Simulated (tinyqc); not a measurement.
Starting guesses with DIIS over 6 matrices: SCF starting guesses in the sto-6g basis, for HeH+, spin multiplicity 1. Computed by the program tinyqc with PySCF. RHF with one setting changed at a time; a run stops when the energy changes by less than 1e-09 hartree and the error matrix is below 1e-5. Starts: the lowest orbitals of the core Hamiltonian, of the Wolfsberg-Helmholz matrix (K = 1.75), projected atomic densities, random orbitals, and the highest orbitals of the core Hamiltonian (a deliberately bad start).

Geometry (angstrom):
```
atom       x       y       z
He    0.0000  0.0000  0.0000
H     0.0000  0.0000  0.7920
```

lowest restricted solution found by these runs and by PySCF = -2.877005 hartree

Largest element of the error matrix X^T (FDS - SDF) X:
```
iteration     core  Wolfsberg-Helmholz  atomic densities   random  highest core orbitals
1          3.1e-01             3.4e-01           2.3e-01  6.2e-01                1.0e-01
2          6.2e-02             4.4e-02           4.4e-02  5.3e-01                4.1e-01
3          2.3e-03             1.3e-03           1.3e-02  5.1e-01                5.3e-01
4          8.1e-04             5.6e-04           9.1e-03  9.6e-02                4.6e-01
5          4.9e-04             3.6e-04           7.3e-03  6.4e-02                4.6e-01
6          3.5e-04             2.7e-04           6.1e-03  4.7e-02                4.6e-01
8          5.3e-06             2.2e-06           3.4e-05  1.0e-02                4.2e-02
10               -                   -                 -  1.3e-04                1.3e-03
14               -                   -                 -        -                4.2e-06
```

How each run ends:
```
run                    iterations  E (hartree)         state
core                            9    -2.877005  lowest found
Wolfsberg-Helmholz              9    -2.877005  lowest found
atomic densities                9    -2.877005  lowest found
random                         13    -2.877005  lowest found
highest core orbitals          15    -2.877005  lowest found
```

What does the comparison show, and why?

5 of 5 runs reach the lowest restricted solution found, in 9 to 15 iterations (fastest: core, Wolfsberg-Helmholz, atomic densities). The first errors are 3e-01, 3e-01, 2e-01, 6e-01, 1e-01; the deliberately bad start has the smallest one, so a small first error does not mark a good start.
